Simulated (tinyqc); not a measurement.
Geometry relaxation of a small cluster. Changing the step factor eta. Computed by tinyqc, a small Python program. Command: `OMP_NUM_THREADS=1 python tinyqc.py 3018758 3018759 out.jsonl relax sweep`. One thread of a shared host (Intel(R) Xeon(R) Processor @ 2.30GHz), about 0.08 s of CPU time with the checks.

E = sum_(i<j) phi(r_ij), phi(r) = eps [exp(-2 alpha (r - r0)) - 2 exp(-alpha (r - r0))]; the force on i is -sum_j phi'(r_ij) (R_i - R_j)/r_ij.

Inputs (values chosen for the exercise, for model atoms):
```
quantity                 value        unit
length r0                 3.15    angstrom
well depth eps            0.79          eV
stiffness alpha           1.72  1/angstrom
largest number of steps    500           -
```

Potential: Morse. Method: steepest descent.

starting positions (angstrom):
```
            x     y      z
atom 1  -0.06  0.05  -0.19
atom 2   3.24  0.08   -0.1
atom 3   1.83  2.88  -0.17
atom 4   1.37  1.17    2.8
```

Method:
- Steepest descent: R(new) = R + eta F.
- No atom moves more than 0.3 angstrom a step (the whole step is scaled). Stop when the largest force component is below 1e-5 eV/angstrom.
- Hessian at the final positions by central differences of the forces; six eigenvalues vanish (translations and rotations). Steepest descent is stable for eta below 2/lambda_max and contracts the softest mode by 1 - eta lambda_min a step.

One run for each value:
```
step factor eta (angstrom^2/eV)  steps  final energy (eV)  largest stable eta (angstrom^2/eV)
0.016                              146              -4.74                             0.10697
0.023                              100              -4.74                             0.10697
0.033                               68              -4.74                             0.10697
0.048                               46              -4.74                             0.10697
0.070                               30              -4.74                             0.10697
0.100                               61              -4.74                             0.10697
```

Over the rows, steps goes from 146 through a minimum among these rows, 30.0 at 0.0700, to 61.0. The final energy is the same in every row; the largest stable eta for plain steepest descent is 0.107. Well below that limit the count falls about as 1/eta; above it the steps overshoot and the run cannot settle, so such values give no row. Left out: 0.150, 0.210, 0.310 (the iteration did not converge within its cap).

Extremes, crossings and ranges named in words are read from the listed rows.
